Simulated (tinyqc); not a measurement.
Worked calculation: Pariser-Parr-Pople SCF with singles CI, for the molecule [CH2+]c1ccccn1 (SMILES; centres numbered as the heavy atoms are written). Computed by tinyqc, a small Python program that keeps every step. Settings: charge = 1, gamma = MN, start = huckel, damping = 0.5, iteration cap = 67, excitations kept = 6. Command: `OMP_NUM_THREADS=1 python tinyqc.py 21766 21767 out.jsonl` (the two numbers bound the seeds that draw the settings). One thread of a shared host (Intel(R) Xeon(R) Processor @ 2.60GHz), about 0.02 s of CPU time with the checks. Later iterations appear only in the table of the cycle.

## PPP integrals

Centres (angstrom, eV; a flat drawing with bonds scaled to 1.40 angstrom):
```
centre,x,y,core charge z,W,gamma_rr
1C,2.400000,0.000000,1,11.160000,11.130000
2C,1.000000,0.000000,1,11.160000,11.130000
3C,0.300000,1.212000,1,11.160000,11.130000
4C,-1.100000,1.212000,1,11.160000,11.130000
5C,-1.800000,0.000000,1,11.160000,11.130000
6C,-1.100000,-1.212000,1,11.160000,11.130000
7N,0.300000,-1.212000,1,14.100000,12.300000
```

Resonance integrals (eV):
```
i,j,beta
1,2,-2.370000
2,3,-2.370000
3,4,-2.370000
4,5,-2.370000
5,6,-2.370000
6,7,-2.490000
7,2,-2.490000
```

Mataga-Nishimoto: gamma = 14.399645/(R + a), a = 2 x 14.399645/(gamma_rr + gamma_ss); H_rr = -W_r - sum_(s != r) z_s gamma_rs; H_rs = beta for bonds.

repulsion gamma_rs (eV), lower triangle:
```
,1C,2C,3C,4C,5C,6C,7N
1C,11.130000
2C,5.345539,11.130000
3C,3.872515,5.346287,11.130000
4C,2.881267,3.872515,5.345539,11.130000
5C,2.621087,3.517455,3.872515,5.346287,11.130000
6C,2.881267,3.872515,3.518103,3.873196,5.346287,11.130000
7N,3.940988,5.477679,3.941692,3.574524,3.940988,5.476893,12.300000
```

core matrix H (eV), lower triangle:
```
,1C,2C,3C,4C,5C,6C,7N
1C,-32.702663
2C,-2.370000,-38.591990
3C,0.000000,-2.370000,-37.056652
4C,0.000000,0.000000,-2.370000,-36.053328
5C,0.000000,0.000000,0.000000,-2.370000,-35.804619
6C,0.000000,0.000000,0.000000,0.000000,-2.370000,-36.128261
7N,0.000000,-2.490000,0.000000,0.000000,0.000000,-2.490000,-40.452764
```

## Starting guess

pi electrons, sum of z_r less the charge = 6

Orbitals of the Hueckel matrix of the beta values.

P at the start, lower triangle:
```
,1C,2C,3C,4C,5C,6C,7N
1C,0.420788
2C,0.627895,1.000000
3C,0.289606,0.521938,0.855197
4C,-0.105957,0.000000,0.704130,1.000000
5C,-0.289606,-0.229688,0.144803,0.638896,0.855197
6C,-0.123731,0.000000,-0.294922,0.000000,0.627895,1.000000
7N,0.275649,0.529691,-0.137824,-0.291180,0.137824,0.709549,0.868818
```

## Iteration 1: Fock matrix

F_rr = H_rr + P_rr gamma_rr / 2 + sum_(s != r) P_ss gamma_rs; F_rs = H_rs - P_rs gamma_rs / 2; E = tr P (H + F) / 2 + core repulsion sum_(r<s) z_r z_s gamma_rs.

F (eV), lower triangle:
```
,1C,2C,3C,4C,5C,6C,7N
1C,-10.275594
2C,-4.048218,-10.693270
3C,-0.560752,-3.765215,-9.721667
4C,0.152645,0.000000,-4.251977,-9.280986
5C,0.379541,0.403959,-0.280376,-4.077862,-8.996732
6C,0.178252,0.000000,0.518783,0.000000,-4.048453,-9.265925
7N,-0.543165,-3.940738,0.271631,0.520415,-0.271582,-4.433062,-12.180873
```

pi energy = -82.544096 eV

## Iteration 1: orbitals and new P

Diagonalise F (the basis is taken as orthonormal) and form P = 2 sum c c over the lowest orbitals; 0.5 of the old P is kept.

orbital energies (eV): -18.774199  -15.244142  -15.141166  -9.183467  -5.342552  -4.646779  -2.082744

P after iteration 1, lower triangle:
```
,1C,2C,3C,4C,5C,6C,7N
1C,0.469000
2C,0.653320,0.986324
3C,0.302778,0.511227,0.845918
4C,-0.100062,0.012457,0.699286,0.964286
5C,-0.305161,-0.221962,0.181053,0.641787,0.822559
6C,-0.168336,-0.031743,-0.257274,0.044935,0.596246,0.918658
7N,0.248873,0.508512,-0.175291,-0.286546,0.148774,0.725273,0.993255
```

## Iteration 2: Fock matrix

As before.

F (eV), lower triangle:
```
,1C,2C,3C,4C,5C,6C,7N
1C,-10.048745
2C,-4.116172,-10.447743
3C,-0.586255,-3.736583,-9.772698
4C,0.144153,-0.024119,-4.239031,-9.488128
5C,0.399927,0.390371,-0.350565,-4.085588,-9.271443
6C,0.242511,0.061463,0.452559,-0.087021,-3.963852,-9.296577
7N,-0.490403,-3.882733,0.345471,0.512132,-0.293158,-4.476121,-12.038857
```

pi energy = -82.775647 eV

## Iteration 2: orbitals and new P

As before.

orbital energies (eV): -18.623593  -15.362537  -15.182068  -8.995921  -5.344960  -4.651602  -2.203510

P after iteration 2, lower triangle:
```
,1C,2C,3C,4C,5C,6C,7N
1C,0.494738
2C,0.666904,0.977116
3C,0.314681,0.505578,0.837420
4C,-0.092595,0.017997,0.693857,0.946692
5C,-0.311510,-0.219180,0.199419,0.646837,0.810156
6C,-0.190074,-0.046108,-0.237808,0.067192,0.578622,0.876198
7N,0.233051,0.496608,-0.193841,-0.284943,0.152055,0.734605,1.057681
```

## Convergence

Stop when output and input P, before any damping, agree to 1e-7.

Course of the cycle:
```
iteration,E (eV),largest |P(out) - P(in)|
1,-82.54409572,2.49e-01
2,-82.77564680,1.29e-01
3,-82.89622289,6.77e-02
4,-82.95897593,3.62e-02
5,-82.99161763,1.98e-02
6,-83.00860678,1.12e-02
7,-83.01746558,6.53e-03
8,-83.02209849,4.54e-03
9,-83.02453071,3.38e-03
10,-83.02581344,2.53e-03
11,-83.02649343,1.90e-03
...,...,...
39,-83.02728215,1.16e-06
40,-83.02728215,8.92e-07
41,-83.02728215,6.85e-07
42,-83.02728215,5.26e-07
43,-83.02728215,4.04e-07
44,-83.02728215,3.10e-07
45,-83.02728215,2.38e-07
46,-83.02728215,1.83e-07
47,-83.02728215,1.40e-07
48,-83.02728215,1.08e-07
49,-83.02728215,8.26e-08
```

Converged in 49 iterations.

## Converged orbitals

Charges are z - P_rr.

orbital energies (eV): -18.502348  -15.479707  -15.224306  -8.810768  -5.392934  -4.660467  -2.294564

coefficients:
```
,MO1,MO2,MO3,MO4,MO5,MO6,MO7
1C,0.272760,-0.329375,-0.283507,0.727585,0.083214,-0.406628,-0.187316
2C,0.516825,-0.369568,-0.278493,-0.030751,-0.084328,0.568372,0.433185
3C,0.346308,0.183379,-0.503076,-0.421433,-0.452898,-0.229040,-0.397714
4C,0.268131,0.562836,-0.275887,-0.048770,0.548166,-0.248927,0.412770
5C,0.271452,0.550120,0.168062,0.402289,-0.037176,0.518006,-0.404831
6C,0.347558,0.168449,0.512900,0.122389,-0.537302,-0.340695,0.409897
7N,0.521717,-0.271132,0.470698,-0.335968,0.436218,-0.113042,-0.341765
```

pi charges: 1C 0.473477, 2C 0.037507, 3C 0.186716, 4C 0.070415, 5C 0.190875, 6C 0.175524, 7N -0.134514

## Singles CI, singlets

Over the 6 single excitations with the smallest orbital gaps: A = (e_a - e_i) delta + 2 (ia|jb) - (ij|ab), with (pq|rs) = sum c_mp c_mq gamma_mn c_nr c_ns. f = 2/3 w |mu|^2 in atomic units, mu = sqrt2 sum c_ia sum_m c_mi c_ma R_m.

singlet CI matrix (eV), lower triangle:
```
,3>4,2>4,1>4,3>5,2>5,3>6
3>4,3.509635
2>4,0.420699,4.021720
1>4,-0.067203,0.131628,6.237090
3>5,-0.086706,-0.427332,-0.318166,6.735879
2>5,0.471161,-0.028666,0.120165,-0.215578,6.643276
3>6,0.067134,-0.237624,0.075166,0.141773,0.532131,6.945525
```

singlet excitation energies (eV): 3.205307  4.165358  6.040146  6.224877  7.054415  7.403023

oscillator strengths: 0.085757  0.767262  0.085575  0.178016  0.711671  0.728799

## Singles CI, triplets

Over the 6 single excitations with the smallest orbital gaps: A = (e_a - e_i) delta - (ij|ab), with (pq|rs) = sum c_mp c_mq gamma_mn c_nr c_ns.

triplet CI matrix (eV), lower triangle:
```
,3>4,2>4,1>4,3>5,2>5,3>6
3>4,1.604028
2>4,-0.259584,1.972374
1>4,0.403718,0.542570,4.768396
3>5,0.122201,0.003806,0.797035,4.215062
2>5,0.003806,0.079272,-0.100242,0.499466,4.869436
3>6,-0.202187,0.291095,-0.260506,-0.275879,-0.147855,5.589903
```

triplet excitation energies (eV): 1.355527  2.028441  3.539898  4.953187  5.183956  5.958190
